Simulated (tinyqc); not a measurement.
Ion implantation: universal nuclear stopping, Lindhard-Scharff electronic stopping and a Gaussian range profile: one step, computed by the program tinyqc. Command: `OMP_NUM_THREADS=1 python tinyqc.py 3014853 3014854 out.jsonl implant walk`. One thread of a shared host (Intel(R) Xeon(R) Processor @ 2.30GHz), about 0.07 s of CPU time with the checks.

An ion slows by elastic collisions with screened nuclei and by friction with electrons; channelling is ignored and the target is uniform.

Problem. Gaussian profile. C(x) = C_p exp(-(x - R_p)^2/(2 dR_p^2)) with C_p = Q/(sqrt(2 pi) dR_p), 1 nm = 1e-7 cm; the profile falls to the background at x_j = R_p + dR_p sqrt(2 ln(C_p/C_B)); the peak atomic fraction is C_p/N.

Inputs (values chosen for the exercise, modelled on germanium ions in copper): target density N = 84.9 1/nm^3; dose Q = 2.4e+15 1/cm^2; background C_B = 2.7e+15 1/cm^3.

straggle dR_p = 4.429854 nm

projected range R_p = 13.32808 nm

Give: peak concentration C_p; depth x_j where C falls to C_B; peak atomic fraction.

Solution.

peak concentration C_p = 2.161e+21 1/cm^3

Depth x_j where C falls to C_B = 36.43 nm

peak atomic fraction = 0.02546
